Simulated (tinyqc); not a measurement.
Worked calculation (part 1 of 2): RHF in the sto-3g basis, for BeH2, spin multiplicity 1. Computed by tinyqc, a small Python program that keeps every step (integrals from PySCF). Settings: charge = 0, multiplicity = 1, basis = sto-3g, energy threshold = 1e-08, iteration cap = 71, orthogonalisation = symmetric, start = random, DIIS depth = 4, method = RHF. Command: `OMP_NUM_THREADS=1 python tinyqc.py 26149 26150 out.jsonl` (the two numbers bound the seeds that draw the settings). One thread of a shared host (Intel(R) Xeon(R) Processor @ 2.60GHz), about 0.1 s of CPU time with the checks. Later iterations appear only in the table of the cycle.

## One-electron integrals

Geometry (angstrom):
```
atom         x          y         z
Be    0.000000   0.000000  0.000000
H     0.000000   1.699000  0.000000
H     0.000000  -1.699000  0.000000
```

Basis sto-3g: exponents (1/bohr^2) and contraction coefficients of normalised primitives:
```
element  l (shell)   exponent  coefficient
Be           s (1)  30.167871     0.154329
Be           s (1)   5.495115     0.535328
Be           s (1)   1.487193     0.444635
Be           s (2)   1.314833    -0.099967
Be           s (2)   0.305539     0.399513
Be           s (2)   0.099371     0.700115
Be           p (3)   1.314833     0.155916
Be           p (3)   0.305539     0.607684
Be           p (3)   0.099371     0.391957
H            s (1)   3.425251     0.154329
H            s (1)   0.623914     0.535328
H            s (1)   0.168855     0.444635
```

Overlap, kinetic and nuclear-attraction integrals over the contracted functions; the nuclear repulsion is the sum of Za Zb / Rab.

nuclear repulsion = 2.64744337 hartree

overlap S, order 1Be 1s, 1Be 2s, 1Be 2px, 1Be 2py, 1Be 2pz, 2H 1s, 3H 1s:
```
[[1.000000, 0.259517, 0.000000, 0.000000, 0.000000, 0.031598, 0.031598],
 [0.259517, 1.000000, 0.000000, 0.000000, 0.000000, 0.324885, 0.324885],
 [0.000000, 0.000000, 1.000000, 0.000000, 0.000000, 0.000000, 0.000000],
 [0.000000, 0.000000, 0.000000, 1.000000, 0.000000, 0.410434, -0.410434],
 [0.000000, 0.000000, 0.000000, 0.000000, 1.000000, 0.000000, 0.000000],
 [0.031598, 0.324885, 0.000000, 0.410434, 0.000000, 1.000000, 0.007605],
 [0.031598, 0.324885, 0.000000, -0.410434, 0.000000, 0.007605, 1.000000]]
```

kinetic energy T (hartree), order 1Be 1s, 1Be 2s, 1Be 2px, 1Be 2py, 1Be 2pz, 2H 1s, 3H 1s:
```
[[6.693975, -0.033012, 0.000000, 0.000000, 0.000000, -0.009087, -0.009087],
 [-0.033012, 0.211111, 0.000000, 0.000000, 0.000000, 0.025711, 0.025711],
 [0.000000, 0.000000, 0.660592, 0.000000, 0.000000, 0.000000, 0.000000],
 [0.000000, 0.000000, 0.000000, 0.660592, 0.000000, 0.093451, -0.093451],
 [0.000000, 0.000000, 0.000000, 0.000000, 0.660592, 0.000000, 0.000000],
 [-0.009087, 0.025711, 0.000000, 0.093451, 0.000000, 0.760032, -0.003679],
 [-0.009087, 0.025711, 0.000000, -0.093451, 0.000000, -0.003679, 0.760032]]
```

nuclear attraction V (hartree), order 1Be 1s, 1Be 2s, 1Be 2px, 1Be 2py, 1Be 2pz, 2H 1s, 3H 1s:
```
[[-15.184020, -2.060906, 0.000000, 0.000000, 0.000000, -0.249560, -0.249560],
 [-2.060906, -2.921968, 0.000000, 0.000000, 0.000000, -0.842920, -0.842920],
 [0.000000, 0.000000, -2.850895, 0.000000, 0.000000, 0.000000, 0.000000],
 [0.000000, 0.000000, 0.000000, -3.007924, 0.000000, -1.035278, 1.035278],
 [0.000000, 0.000000, 0.000000, 0.000000, -2.850895, 0.000000, 0.000000],
 [-0.249560, -0.842920, 0.000000, -1.035278, 0.000000, -2.626128, -0.024295],
 [-0.249560, -0.842920, 0.000000, 1.035278, 0.000000, -0.024295, -2.626128]]
```

core Hamiltonian H = T + V (hartree), order 1Be 1s, 1Be 2s, 1Be 2px, 1Be 2py, 1Be 2pz, 2H 1s, 3H 1s:
```
[[-8.490045, -2.093918, 0.000000, 0.000000, 0.000000, -0.258647, -0.258647],
 [-2.093918, -2.710858, 0.000000, 0.000000, 0.000000, -0.817209, -0.817209],
 [0.000000, 0.000000, -2.190303, 0.000000, 0.000000, 0.000000, 0.000000],
 [0.000000, 0.000000, 0.000000, -2.347332, 0.000000, -0.941826, 0.941826],
 [0.000000, 0.000000, 0.000000, 0.000000, -2.190303, 0.000000, 0.000000],
 [-0.258647, -0.817209, 0.000000, -0.941826, 0.000000, -1.866096, -0.027973],
 [-0.258647, -0.817209, 0.000000, 0.941826, 0.000000, -0.027973, -1.866096]]
```

## Two-electron integrals

Functions are numbered as in S; the eight-fold symmetry (ij|kl) = (ji|kl) = (kl|ij) leaves the list below.

Two-electron integrals (ij|kl) in chemists' order, unique and non-zero (hartree):
```
(11|11) 2.298831    (21|11) 0.392036    (21|21) 0.079539    (22|11) 0.570988
(22|21) 0.143041    (22|22) 0.417683    (31|31) 0.014607    (32|31) 0.021888
(32|32) 0.092265    (33|11) 0.569578    (33|21) 0.143083    (33|22) 0.417589
(33|33) 0.449859    (41|41) 0.014607    (42|41) 0.021888    (42|42) 0.092265
(43|43) 0.024249    (44|11) 0.569578    (44|21) 0.143083    (44|22) 0.417589
(44|33) 0.401360    (44|44) 0.449859    (51|51) 0.014607    (52|51) 0.021888
(52|52) 0.092265    (53|53) 0.024249    (54|54) 0.024249    (55|11) 0.569578
(55|21) 0.143083    (55|22) 0.417589    (55|33) 0.401360    (55|44) 0.401360
(55|55) 0.449859    (61|11) 0.047103    (61|21) 0.009551    (61|22) 0.017331
(61|33) 0.017217    (61|41) 0.000844    (61|42) 0.001598    (61|44) 0.017566
(61|55) 0.017217    (61|61) 0.001202    (62|11) 0.138978    (62|21) 0.035458
(62|22) 0.116241    (62|33) 0.111555    (62|41) 0.004575    (62|42) 0.030436
(62|44) 0.125500    (62|55) 0.111555    (62|61) 0.004711    (62|62) 0.052726
(63|31) 0.002905    (63|32) 0.014391    (63|43) 0.004981    (63|63) 0.004213
(64|11) 0.159046    (64|21) 0.041003    (64|22) 0.140486    (64|33) 0.132274
(64|41) 0.007281    (64|42) 0.046834    (64|44) 0.156763    (64|55) 0.132274
(64|61) 0.005634    (64|62) 0.071687    (64|64) 0.099606    (65|51) 0.002905
(65|52) 0.014391    (65|54) 0.004981    (65|65) 0.004213    (66|11) 0.310828
(66|21) 0.080571    (66|22) 0.297230    (66|33) 0.276719    (66|41) 0.010921
(66|42) 0.097415    (66|44) 0.337912    (66|55) 0.276719    (66|61) 0.010843
(66|62) 0.178994    (66|64) 0.255997    (66|66) 0.774606    (71|11) 0.047103
(71|21) 0.009551    (71|22) 0.017331    (71|33) 0.017217    (71|41) -0.000844
(71|42) -0.001598   (71|44) 0.017566    (71|55) 0.017217    (71|61) 0.001098
(71|62) 0.003978    (71|64) 0.004476    (71|66) 0.009014    (71|71) 0.001202
(72|11) 0.138978    (72|21) 0.035458    (72|22) 0.116241    (72|33) 0.111555
(72|41) -0.004575   (72|42) -0.030436   (72|44) 0.125500    (72|55) 0.111555
(72|61) 0.003978    (72|62) 0.024711    (72|64) 0.027992    (72|66) 0.061158
(72|71) 0.004711    (72|72) 0.052726    (73|31) 0.002905    (73|32) 0.014391
(73|43) -0.004981   (73|63) 0.001436    (73|73) 0.004213    (74|11) -0.159046
(74|21) -0.041003   (74|22) -0.140486   (74|33) -0.132274   (74|41) 0.007281
(74|42) 0.046834    (74|44) -0.156763   (74|55) -0.132274   (74|61) -0.004476
(74|62) -0.027992   (74|64) -0.031234   (74|66) -0.069608   (74|71) -0.005634
(74|72) -0.071687   (74|74) 0.099606    (75|51) 0.002905    (75|52) 0.014391
(75|54) -0.004981   (75|65) 0.001436    (75|75) 0.004213    (76|11) 0.004689
(76|21) 0.001160    (76|22) 0.003294    (76|33) 0.003258    (76|44) 0.003365
(76|55) 0.003258    (76|61) 0.000141    (76|62) 0.000936    (76|64) 0.001142
(76|66) 0.002435    (76|71) 0.000141    (76|72) 0.000936    (76|74) -0.001142
(76|76) 0.000026    (77|11) 0.310828    (77|21) 0.080571    (77|22) 0.297230
(77|33) 0.276719    (77|41) -0.010921   (77|42) -0.097415   (77|44) 0.337912
(77|55) 0.276719    (77|61) 0.009014    (77|62) 0.061158    (77|64) 0.069608
(77|66) 0.155731    (77|71) 0.010843    (77|72) 0.178994    (77|74) -0.255997
(77|76) 0.002435    (77|77) 0.774606
```

## Orthogonalisation

S = U s U^T; symmetric (Loewdin) form X = U s^(-1/2) U^T, so that X^T S X = 1.

eigenvalues of S: [0.415744, 0.493475, 0.963621, 1.000000, 1.000000, 1.550510, 1.576651]

X, order 1Be 1s, 1Be 2s, 1Be 2px, 1Be 2py, 1Be 2pz, 2H 1s, 3H 1s:
```
[[1.028371, -0.148070, 0.000000, 0.000000, 0.000000, 0.020295, 0.020295],
 [-0.148070, 1.126034, 0.000000, 0.000000, 0.000000, -0.192388, -0.192388],
 [0.000000, 0.000000, 1.000000, 0.000000, 0.000000, 0.000000, 0.000000],
 [0.000000, 0.000000, 0.000000, 1.171185, 0.000000, -0.266754, 0.266754],
 [0.000000, 0.000000, 0.000000, 0.000000, 1.000000, 0.000000, 0.000000],
 [0.020295, -0.192388, 0.000000, -0.266754, 0.000000, 1.133523, -0.042605],
 [0.020295, -0.192388, 0.000000, 0.266754, 0.000000, -0.042605, 1.133523]]
```

## Starting guess

The start is random orthonormal orbitals; D = 2 C_occ C_occ^T.

D at the start, order 1Be 1s, 1Be 2s, 1Be 2px, 1Be 2py, 1Be 2pz, 2H 1s, 3H 1s:
```
[[0.805805, 0.044406, 0.288333, -1.065980, -0.274928, 0.432548, -0.294517],
 [0.044406, 2.288265, 0.125594, 0.735890, -0.035218, -1.147352, -0.397361],
 [0.288333, 0.125594, 0.590967, -0.441661, 0.091824, -0.085087, -0.962008],
 [-1.065980, 0.735890, -0.441661, 1.706456, 0.317749, -0.941916, 0.428018],
 [-0.274928, -0.035218, 0.091824, 0.317749, 0.169709, -0.210053, -0.228288],
 [0.432548, -1.147352, -0.085087, -0.941916, -0.210053, 0.902171, 0.356258],
 [-0.294517, -0.397361, -0.962008, 0.428018, -0.228288, 0.356258, 1.627681]]
```

## Iteration 1: building the Fock matrix

J_ij = sum D_kl (ij|kl), K_ij = sum D_kl (ik|jl); F = H + J - 0.5 K; E = tr D H + tr D J / 2 - 0.25 tr D K + E_nn.

Coulomb J (hartree), order 1Be 1s, 1Be 2s, 1Be 2px, 1Be 2py, 1Be 2pz, 2H 1s, 3H 1s:
```
[[4.536592, 0.988698, 0.007838, -0.019969, -0.012120, 0.118618, 0.120978],
 [0.988698, 2.473875, 0.005661, -0.073011, -0.031150, 0.678977, 0.780252],
 [0.007838, 0.005661, 2.446180, -0.012685, 0.004453, -0.002590, 0.001339],
 [-0.019969, -0.073011, -0.012685, 2.545082, 0.015592, 0.820984, -0.983531],
 [-0.012120, -0.031150, 0.004453, 0.015592, 2.425749, -0.001871, -0.008303],
 [0.118618, 0.678977, -0.002590, 0.820984, -0.001871, 1.801909, 0.019837],
 [0.120978, 0.780252, 0.001339, -0.983531, -0.008303, 0.019837, 2.376392]]
```

exchange K (hartree), order 1Be 1s, 1Be 2s, 1Be 2px, 1Be 2py, 1Be 2pz, 2H 1s, 3H 1s:
```
[[2.090276, 0.671361, 0.168090, -0.433886, -0.175239, 0.036393, 0.166212],
 [0.671361, 0.978472, -0.020276, -0.036283, -0.118519, 0.107816, 0.360741],
 [0.168090, -0.020276, 0.490565, -0.067613, 0.039081, -0.067420, -0.188418],
 [-0.433886, -0.036283, -0.067613, 0.668494, 0.137740, 0.048481, -0.377421],
 [-0.175239, -0.118519, 0.039081, 0.137740, 0.311274, -0.026437, -0.118700],
 [0.036393, 0.107816, -0.067420, 0.048481, -0.026437, 0.205854, 0.066366],
 [0.166212, 0.360741, -0.188418, -0.377421, -0.118700, 0.066366, 1.096636]]
```

Fock matrix F (hartree), order 1Be 1s, 1Be 2s, 1Be 2px, 1Be 2py, 1Be 2pz, 2H 1s, 3H 1s:
```
[[-4.998591, -1.440901, -0.076207, 0.196974, 0.075500, -0.158225, -0.220775],
 [-1.440901, -0.726218, 0.015799, -0.054870, 0.028109, -0.192141, -0.217327],
 [-0.076207, 0.015799, 0.010594, 0.021122, -0.015087, 0.031120, 0.095549],
 [0.196974, -0.054870, 0.021122, -0.136497, -0.053278, -0.145083, 0.147005],
 [0.075500, 0.028109, -0.015087, -0.053278, 0.079809, 0.011348, 0.051047],
 [-0.158225, -0.192141, 0.031120, -0.145083, 0.011348, -0.167114, -0.041320],
 [-0.220775, -0.217327, 0.095549, 0.147005, 0.051047, -0.041320, -0.038022]]
```

total energy of this density = -9.71898065 hartree

## Iteration 1: diagonalisation and new density

Diagonalise F' = X^T F X, C = X C', fill 3 alpha and 3 beta electrons from the bottom; D = 2 C_occ C_occ^T. Each column has its largest component positive (the first on a tie).

F' = X^T F X (hartree):
```
[[-4.876827, -0.761676, -0.078137, 0.231334, 0.074746, -0.038991, 0.005247],
 [-0.761676, -0.404748, 0.004704, -0.118674, 0.008468, -0.055797, -0.156191],
 [-0.078137, 0.004704, 0.010594, 0.041925, -0.015087, 0.020984, 0.108029],
 [0.231334, -0.118674, 0.041925, -0.013439, -0.051808, -0.122084, 0.198105],
 [0.074746, 0.008468, -0.015087, -0.051808, 0.079809, 0.021024, 0.039292],
 [-0.038991, -0.055797, 0.020984, -0.122084, 0.021024, -0.081541, -0.065323],
 [0.005247, -0.156191, 0.108029, 0.198105, 0.039292, -0.065323, 0.109152]]
```

orbital energies (hartree): [-5.014620, -0.398536, -0.184378, -0.086936, 0.022830, 0.102177, 0.382463]

coefficients C, order 1Be 1s, 1Be 2s, 1Be 2px, 1Be 2py, 1Be 2pz, 2H 1s, 3H 1s:
```
[[0.989846, -0.242414, 0.084233, 0.136258, -0.050434, 0.023106, 0.114002],
 [0.033840, 0.866988, -0.156583, -0.637359, 0.017655, -0.115482, -0.408285],
 [0.015325, -0.135945, 0.210138, -0.372272, 0.859750, 0.030178, 0.241782],
 [-0.050083, 0.378450, 0.557072, -0.179252, -0.400804, -0.206863, 0.906841],
 [-0.015190, 0.008783, 0.202659, -0.199052, -0.160540, 0.944808, -0.023775],
 [0.009614, 0.091859, 0.162450, 0.964454, 0.487045, 0.241165, -0.367160],
 [-0.016570, 0.133215, -0.479782, 0.288127, -0.028416, 0.182818, 1.014797]]
```

D after iteration 1, order 1Be 1s, 1Be 2s, 1Be 2px, 1Be 2py, 1Be 2pz, 2H 1s, 3H 1s:
```
[[2.091310, -0.379726, 0.131650, -0.188784, -0.000189, 0.001864, -0.178216],
 [-0.379726, 1.554664, -0.300497, 0.478378, -0.049264, 0.109058, 0.380123],
 [0.131650, -0.300497, 0.125748, 0.129692, 0.082319, 0.043593, -0.238369],
 [-0.188784, 0.478378, 0.129692, 0.912125, 0.233960, 0.249558, -0.432056],
 [-0.000189, -0.049264, 0.082319, 0.233960, 0.082757, 0.067165, -0.191620],
 [0.001864, 0.109058, 0.043593, 0.249558, 0.067165, 0.069841, -0.131726],
 [-0.178216, 0.380123, -0.238369, -0.432056, -0.191620, -0.131726, 0.496424]]
```

## Iteration 2: building the Fock matrix

As before.

Coulomb J (hartree), order 1Be 1s, 1Be 2s, 1Be 2px, 1Be 2py, 1Be 2pz, 2H 1s, 3H 1s:
```
[[6.546764, 1.274725, -0.010440, 0.005934, -0.002885, 0.154559, 0.153701],
 [1.274725, 2.669371, -0.055294, 0.005436, -0.012681, 0.741025, 0.767379],
 [-0.010440, -0.055294, 2.626813, 0.009099, 0.003992, -0.006910, -0.011059],
 [0.005934, 0.005436, 0.009099, 2.746479, 0.013925, 0.896691, -0.940309],
 [-0.002885, -0.012681, 0.003992, 0.013925, 2.624728, 0.000927, -0.005171],
 [0.154559, 0.741025, -0.006910, 0.896691, 0.000927, 1.906988, 0.021589],
 [0.153701, 0.767379, -0.011059, -0.940309, -0.005171, 0.021589, 2.124086]]
```

exchange K (hartree), order 1Be 1s, 1Be 2s, 1Be 2px, 1Be 2py, 1Be 2pz, 2H 1s, 3H 1s:
```
[[4.644131, 0.825214, 0.023415, -0.021059, -0.010742, 0.108721, 0.100462],
 [0.825214, 0.976516, -0.156023, 0.112605, -0.040823, 0.383032, 0.420349],
 [0.023415, -0.156023, 0.259911, 0.093899, 0.035036, -0.006269, -0.119759],
 [-0.021059, 0.112605, 0.093899, 0.894338, 0.135095, 0.424703, -0.503293],
 [-0.010742, -0.040823, 0.035036, 0.135095, 0.241614, 0.043873, -0.091838],
 [0.108721, 0.383032, -0.006269, 0.424703, 0.043873, 0.459097, -0.027543],
 [0.100462, 0.420349, -0.119759, -0.503293, -0.091838, -0.027543, 0.843130]]
```

Fock matrix F (hartree), order 1Be 1s, 1Be 2s, 1Be 2px, 1Be 2py, 1Be 2pz, 2H 1s, 3H 1s:
```
[[-4.265347, -1.231800, -0.022148, 0.016463, 0.002486, -0.158447, -0.155177],
 [-1.231800, -0.529744, 0.022718, -0.050866, 0.007731, -0.267700, -0.260004],
 [-0.022148, 0.022718, 0.306554, -0.037851, -0.013525, -0.003775, 0.048820],
 [0.016463, -0.050866, -0.037851, -0.048022, -0.053623, -0.257487, 0.253163],
 [0.002486, 0.007731, -0.013525, -0.053623, 0.313618, -0.021010, 0.040748],
 [-0.158447, -0.267700, -0.003775, -0.257487, -0.021010, -0.188657, 0.007387],
 [-0.155177, -0.260004, 0.048820, 0.253163, 0.040748, 0.007387, -0.163575]]
```

total energy of this density = -15.15538313 hartree

## Iteration 2: DIIS over 2 matrices

error matrix X^T (FDS - SDF) X:
```
[[0.000000, -0.058536, -0.147381, 0.167188, 0.077422, -0.166458, 0.101722],
 [0.058536, 0.000000, 0.095300, -0.050222, 0.046454, 0.320681, 0.134958],
 [0.147381, -0.095300, 0.000000, 0.046664, 0.000000, -0.027236, -0.150196],
 [-0.167188, 0.050222, -0.046664, 0.000000, -0.054561, 0.322998, -0.125608],
 [-0.077422, -0.046454, 0.000000, 0.054561, 0.000000, 0.061640, -0.109921],
 [0.166458, -0.320681, 0.027236, -0.322998, -0.061640, 0.000000, 0.001155],
 [-0.101722, -0.134958, 0.150196, 0.125608, 0.109921, -0.001155, 0.000000]]
```

B (overlaps of the stored error matrices):
```
[[5.1302542e+01, 2.5755611e+00],
 [2.5755611e+00, 7.9281049e-01]]
```

Minimise |sum c_i e_i|^2 with sum c_i = 1: solve [B -1; -1 0][c; lambda] = [0; -1] with B_ij = tr e_i^T e_j, and take F = sum c_i F_i.

DIIS coefficients: [-0.037976, 1.037976]

extrapolated F (hartree), order 1Be 1s, 1Be 2s, 1Be 2px, 1Be 2py, 1Be 2pz, 2H 1s, 3H 1s:
```
[[-4.237501, -1.223860, -0.020095, 0.009608, -0.000287, -0.158456, -0.152686],
 [-1.223860, -0.522283, 0.022980, -0.050714, 0.006957, -0.270570, -0.261625],
 [-0.020095, 0.022980, 0.317793, -0.040090, -0.013466, -0.005100, 0.047046],
 [0.009608, -0.050714, -0.040090, -0.044662, -0.053636, -0.261756, 0.257195],
 [-0.000287, 0.006957, -0.013466, -0.053636, 0.322497, -0.022238, 0.040357],
 [-0.158456, -0.270570, -0.005100, -0.261756, -0.022238, -0.189475, 0.009237],
 [-0.152686, -0.261625, 0.047046, 0.257195, 0.040357, 0.009237, -0.168343]]
```

## Iteration 2: diagonalisation and new density

As before.

F' = X^T F X (hartree):
```
[[-4.130017, -0.675212, -0.023216, 0.021603, -0.000958, 0.001565, 0.016719],
 [-0.675212, -0.146726, 0.020782, -0.066145, 0.004390, -0.209224, -0.233922],
 [-0.023216, 0.020782, 0.317793, -0.033043, -0.013466, -0.001920, 0.038022],
 [0.021603, -0.066145, -0.033043, 0.236222, -0.046120, -0.309976, 0.332752],
 [-0.000958, 0.004390, -0.013466, -0.046120, 0.322497, -0.013964, 0.031041],
 [0.001565, -0.209224, -0.001920, -0.309976, -0.013964, 0.006179, -0.037183],
 [0.016719, -0.233922, 0.038022, 0.332752, 0.031041, -0.037183, 0.037484]]
```

orbital energies (hartree): [-4.241826, -0.352197, -0.311305, 0.274634, 0.315711, 0.334582, 0.623834]

coefficients C, order 1Be 1s, 1Be 2s, 1Be 2px, 1Be 2py, 1Be 2pz, 2H 1s, 3H 1s:
```
[[0.990594, -0.181261, -0.109469, -0.225062, 0.018748, 0.023364, 0.051281],
 [0.035327, 0.541856, 0.316697, 0.954787, -0.108188, -0.083053, -0.196290],
 [0.004222, -0.008024, -0.088682, 0.063682, 0.782053, -0.612939, -0.026404],
 [-0.003170, 0.281632, -0.358847, 0.189244, -0.015252, -0.000131, 1.126875],
 [0.000028, 0.030059, -0.082200, 0.136004, 0.594467, 0.786199, -0.048391],
 [-0.002457, 0.556609, -0.167143, -0.826909, 0.053970, 0.026035, -0.608396],
 [-0.006325, 0.081107, 0.636957, -0.510391, 0.189245, 0.059565, 0.826485]]
```

D after iteration 2, order 1Be 1s, 1Be 2s, 1Be 2px, 1Be 2py, 1Be 2pz, 2H 1s, 3H 1s:
```
[[2.052230, -0.195782, 0.030690, -0.029813, 0.007154, -0.170058, -0.181389],
 [-0.195782, 0.790306, -0.064568, 0.077692, -0.019487, 0.497163, 0.490895],
 [0.030690, -0.064568, 0.015893, 0.059100, 0.014097, 0.020692, -0.114328],
 [-0.029813, 0.077692, 0.059100, 0.416196, 0.075925, 0.433491, -0.411416],
 [0.007154, -0.019487, 0.014097, 0.075925, 0.015321, 0.060941, -0.099840],
 [-0.170058, 0.497163, 0.020692, 0.433491, 0.060941, 0.675513, -0.122604],
 [-0.181389, 0.490895, -0.114328, -0.411416, -0.099840, -0.122604, 0.824666]]
```
